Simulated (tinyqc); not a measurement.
Landau levels of a non-parabolic (Kane) conduction band at kz = 0: one step. Fields of the Hall plateaus. Three cases, with inputs chosen for the exercise.

Task: A plateau is centred where nu = n/n_B equals 1, 2, 3, 4, 5, 6; there rho_xy = h/(nu e^2).

In a field B along z: l = 1/sqrt((e/hbar) B) is the magnetic length, n_B = B/(h/e) the number of states per area in one level, hbar wc = 2 muB B/m for mass m in m0; 1/angstrom^2 = 1e16/cm^2.

Constants: h/e = 413566.7697 T angstrom^2; e^2/h = 3.874045865e-05 S.

Case 1.

Values chosen (out of a larger set: near those of InSb; not measured data): n = 1.5 x 1e11/cm^2 (electron sheet density).

Case 2.

Values chosen (out of a larger set: near those of GaSb; not measured data): n = 13 x 1e11/cm^2 (electron sheet density).

Case 3.

Values chosen (out of a larger set: near those of InAs; not measured data): n = 5.2 x 1e11/cm^2 (electron sheet density).

Give: Plateaus.

Result:

Case 1.

Plateaus:
```
nu  B (T)  1/B (1/T)  rho_xy (kohm)
1   6.204     0.1612        25.8128
2   3.102     0.3224        12.9064
3   2.068     0.4836         8.6043
4   1.551     0.6448         6.4532
5   1.241     0.8060         5.1626
6   1.034     0.9672         4.3021
```

Case 2.

Plateaus:
```
nu   B (T)  1/B (1/T)  rho_xy (kohm)
1   53.764     0.0186        25.8128
2   26.882     0.0372        12.9064
3   17.921     0.0558         8.6043
4   13.441     0.0744         6.4532
5   10.753     0.0930         5.1626
6    8.961     0.1116         4.3021
```

Case 3.

Plateaus:
```
nu   B (T)  1/B (1/T)  rho_xy (kohm)
1   21.505     0.0465        25.8128
2   10.753     0.0930        12.9064
3    7.168     0.1395         8.6043
4    5.376     0.1860         6.4532
5    4.301     0.2325         5.1626
6    3.584     0.2790         4.3021
```

The order of the levels can change with B, but these counts hold wherever the levels are resolved.

Computed by tinyqc, one run a case: `OMP_NUM_THREADS=1 python tinyqc.py N N+1 out.jsonl` with N = 1281753, 1282144, 1282172; one thread of a shared Intel(R) Xeon(R) Processor @ 2.30GHz, about 0.1 s a run at most.
